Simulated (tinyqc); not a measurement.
Grain-boundary trapping model (Seto) of a polycrystalline semiconductor film: one step, computed by the program tinyqc. Command: `OMP_NUM_THREADS=1 python tinyqc.py 3005875 3005876 out.jsonl poly walk`. One thread of a shared host (Intel(R) Xeon(R) Processor @ 2.30GHz), about 0.01 s of CPU time with the checks.

Grains of equal size L are joined by thin boundaries with one trap level. Trapped carriers deplete a width W on each side and raise a barrier, crossed by thermionic emission. Dopants are fully ionised, statistics are non-degenerate and mu_g does not depend on T.

Problem. Resistivity and effective mobility. Boundary: sigma_b = L e^2 n_0 exp(-e V_B/k_B T)/sqrt(2 pi m k_B T); drift through the grain, depleted parts included: rho_g = [(1 - 2W/L) + (2W/L) int_0^1 exp(y^2 s^2) ds]/(e n_0 mu_g); rho = 1/sigma_b + rho_g. Mean carrier density n_av = n_0 [(1 - 2W/L) + (2W/L) (sqrt(pi)/2) erf(y)/y], y = sqrt(e V_B/k_B T); effective mobility 1/(e n_av rho).

Inputs (values chosen for the exercise, modelled on polycrystalline silicon):
```
quantity                           value        unit
effective mass m                    0.43         m_0
grain size L                          22          nm
doping N                         3.1e+17      1/cm^3
mobility inside the grains mu_g       78  cm^2/(V s)
temperature T                        350           K
```

Grain interior: resistance included.

depletion width W = 11 nm

barrier V_B = 0.02900634 V

E_F = -0.2165014 eV

centre density n_0 = 1.826797e+16 1/cm^3

Constants: k_B = 8.617333262e-05 eV/K; m_0 = 9.1093837015e-31 kg; k_B = 1.380649e-23 J/K; e = 1.602176634e-19 C.

Give: boundary resistivity; drift resistivity rho_g; resistivity rho; mean carrier density; effective mobility.

Solution.

boundary resistivity = 2.766 ohm cm

drift resistivity rho_g = 6.303 ohm cm

resistivity rho = 9.069 ohm cm

mean carrier density = 1.378e+16 1/cm^3

effective mobility = 49.96 cm^2/(V s)

A single crystal with the same N and mu_g would have 0.258 ohm cm, a factor 35.1 lower.
